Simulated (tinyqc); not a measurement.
Inside a calculation. Method: exchange-only LDA atom on a uniform radial grid, spin-unpolarised, for Ne. Computed by tinyqc, a small Python program that keeps every step. Settings: Z = 10, points = 128, R = 9.2, functional = Slater exchange alone, mixing = 0.6, iteration cap = 56. Command: `OMP_NUM_THREADS=1 python tinyqc.py 28539 28540 out.jsonl` (the two numbers bound the seeds that draw the settings). One thread of a shared host (Intel(R) Xeon(R) Processor @ 2.60GHz), about 0.2 s of CPU time with the checks. Later iterations appear only in the table of the cycle.

## Iteration 1

Spherical atom on a uniform radial grid r_j = j h with h = R/(N + 1), h sum u^2 = 1 and integrals as h times sums, u(0) = u(R) = 0 (atomic units):
```
parameter,value
Z,10
points N,128
R,9.200000
h,0.071318
mixing,0.600000
electrons in 1s,2
electrons in 2s,2
electrons in 2p,6
```

Three-point differences turn -u''/2 + [l(l+1)/2r^2 - Z/r + V] u = e u into a tridiagonal matrix (diagonal 1/h^2 + potential, off-diagonal -1/2h^2). D = sum f u^2; the Hartree potential y/r solves y'' = -D/r with y(0) = 0, y(R) = N_e; v_xc comes from rho = D/(4 pi r^2); E = sum f e - int D V + int D (V_H/2 + eps_xc); V(new) = V + mixing (V_H + v_xc - V).

eigenvalues (hartree): 1s -44.878061, 2s -12.126057, 2p -12.642872

Every 8th grid point:
```
r,V in,u(1s),u(2s),u(2p),D,V_H,v_xc
0.570543,0.000000,0.161318,-1.354635,1.198758,12.344244,16.380357,-1.423038
1.141085,0.000000,0.001599,-0.429099,0.268145,0.799667,8.752970,-0.360035
1.711628,0.000000,0.000012,-0.063471,0.034166,0.015061,5.842318,-0.073103
2.282171,0.000000,7.85e-08,-0.007137,0.003457,0.000174,4.381793,-0.013631
2.852713,0.000000,4.86e-10,-0.000695,0.000308,1.54e-06,3.505435,-0.002430
3.423256,0.000000,0,-0.000062,0.000025,1.15e-08,2.921196,-0.000421
3.993798,0.000000,0,-0.000005,1.98e-06,7.76e-11,2.503882,-0.000072
4.564341,0.000000,0,-4.18e-07,1.48e-07,0,2.190897,0.000000
5.134884,0.000000,0.000000,-3.25e-08,1.07e-08,0,1.947464,0.000000
5.705426,0.000000,0.000000,-2.46e-09,7.61e-10,0,1.752717,0.000000
6.275969,0.000000,0.000000,-1.82e-10,5.28e-11,0,1.593379,0.000000
6.846512,0.000000,0.000000,-1.33e-11,0,0,1.460598,0.000000
7.417054,0.000000,0.000000,0,0,0,1.348244,0.000000
7.987597,0.000000,0.000000,0,0,0,1.251941,0.000000
8.558140,0.000000,0.000000,0,0,0,1.168478,0.000000
9.128682,0.000000,0.000000,0,0,0,1.095448,0.000000
```

total energy = -100.25919324 hartree

## Iteration 2

As before.

eigenvalues (hartree): 1s -28.787741, 2s -3.778829, 2p -3.165128

Every 8th grid point:
```
r,V in,u(1s),u(2s),u(2p),D,V_H,v_xc
0.570543,8.974391,0.220796,-1.054499,1.074713,9.251488,14.046279,-1.292604
1.141085,5.035761,0.004464,-0.793795,0.702553,4.221742,8.538701,-0.626911
1.711628,3.461529,0.000076,-0.316625,0.303024,0.751444,5.827666,-0.269120
2.282171,2.620897,1.22e-06,-0.102602,0.110548,0.094380,4.380842,-0.111254
2.852713,2.101803,1.90e-08,-0.029959,0.036814,0.009927,3.505374,-0.045257
3.423256,1.752465,2.88e-10,-0.008210,0.011565,0.000937,2.921192,-0.018250
3.993798,1.502286,0,-0.002155,0.003488,0.000082,2.503882,-0.007318
4.564341,1.314538,0,-0.000548,0.001020,0.000007,2.190897,-0.002923
5.134884,1.168478,0,-0.000136,0.000292,5.47e-07,1.947464,-0.001164
5.705426,1.051630,0,-0.000033,0.000082,4.24e-08,1.752717,-0.000462
6.275969,0.956028,0,-0.000008,0.000023,3.19e-09,1.593379,-0.000183
6.846512,0.876359,0,-1.89e-06,0.000006,2.36e-10,1.460598,-0.000073
7.417054,0.808946,0,-4.45e-07,1.67e-06,1.70e-11,1.348244,-0.000029
7.987597,0.751165,0,-1.03e-07,4.44e-07,0,1.251941,0.000000
8.558140,0.701087,0,-2.31e-08,1.12e-07,0,1.168478,0.000000
9.128682,0.657269,0,-1.69e-09,8.85e-09,0,1.095448,0.000000
```

total energy = -116.67556374 hartree

## Iteration 3

As before.

eigenvalues (hartree): 1s -25.985329, 2s -1.801971, 2p -1.153840

Every 8th grid point:
```
r,V in,u(1s),u(2s),u(2p),D,V_H,v_xc
0.570543,11.241961,0.227394,-0.949994,0.949019,7.312220,12.991061,-1.195120
1.141085,6.761379,0.004925,-0.833908,0.757653,4.835087,8.260173,-0.655908
1.711628,4.719739,0.000094,-0.428923,0.451309,1.590032,5.774855,-0.345501
2.282171,3.610112,1.71e-06,-0.189587,0.242626,0.425090,4.371873,-0.183731
2.852713,2.916792,3.08e-08,-0.078102,0.123661,0.103952,3.503893,-0.099013
3.423256,2.442751,5.48e-10,-0.030914,0.061005,0.024241,2.920947,-0.053969
3.993798,2.098853,0,-0.011926,0.029435,0.005483,2.503841,-0.029671
4.564341,1.838599,0,-0.004519,0.013973,0.001212,2.190890,-0.016414
5.134884,1.635171,0,-0.001690,0.006550,0.000263,1.947463,-0.009119
5.705426,1.472005,0,-0.000625,0.003039,0.000056,1.752717,-0.005081
6.275969,1.338329,0,-0.000229,0.001398,0.000012,1.593379,-0.002837
6.846512,1.226859,0,-0.000084,0.000638,2.46e-06,1.460598,-0.001585
7.417054,1.132508,0,-0.000030,0.000288,5.00e-07,1.348244,-0.000884
7.987597,1.051630,0,-0.000011,0.000127,9.66e-08,1.251941,-0.000486
8.558140,0.981522,0,-3.53e-06,0.000049,1.46e-08,1.168478,-0.000247
9.128682,0.920177,0,-3.18e-07,4.80e-06,1.39e-10,1.095448,-0.000050
```

total energy = -117.36295233 hartree

## Convergence

Stop when input and output potentials agree to 1e-7.

Course of the cycle (hartree):
```
iteration,E,e(1s),e(2s),e(2p),largest |V(out) - V(in)|
1,-100.25919324,-44.878061,-12.126057,-12.642872,3.10e+01
2,-116.67556374,-28.787741,-3.778829,-3.165128,5.29e+00
3,-117.36295233,-25.985329,-1.801971,-1.153840,8.46e-01
4,-117.39754661,-25.860209,-1.381702,-0.765155,4.25e-01
5,-117.40248933,-25.642586,-1.169432,-0.559220,1.11e-01
6,-117.40323657,-25.623290,-1.116308,-0.510619,7.86e-02
7,-117.40336153,-25.583194,-1.085069,-0.479915,1.43e-02
8,-117.40338546,-25.582675,-1.079241,-0.474767,1.56e-02
9,-117.40339062,-25.574578,-1.074152,-0.469657,1.86e-03
10,-117.40339182,-25.575328,-1.073721,-0.469344,3.23e-03
11,-117.40339212,-25.573615,-1.072807,-0.468406,5.94e-04
...,...,...,...,...,...
15,-117.40339221,-25.573604,-1.072654,-0.468272,5.95e-05
16,-117.40339221,-25.573637,-1.072665,-0.468285,3.91e-05
17,-117.40339221,-25.573616,-1.072656,-0.468275,1.65e-05
18,-117.40339221,-25.573625,-1.072660,-0.468279,9.65e-06
19,-117.40339221,-25.573619,-1.072657,-0.468276,4.42e-06
20,-117.40339221,-25.573622,-1.072658,-0.468277,2.43e-06
21,-117.40339221,-25.573621,-1.072658,-0.468277,1.17e-06
22,-117.40339221,-25.573621,-1.072658,-0.468277,6.18e-07
23,-117.40339221,-25.573621,-1.072658,-0.468277,3.04e-07
24,-117.40339221,-25.573621,-1.072658,-0.468277,1.58e-07
25,-117.40339221,-25.573621,-1.072658,-0.468277,7.91e-08
```

Converged in 25 iterations. A uniform grid resolves the cusp poorly: for a bare nucleus this grid gives 1s at -44.87806 against -Z^2/2 = -50 hartree. Before convergence this energy mixes input and output and is not variational, so it may rise towards its limit.
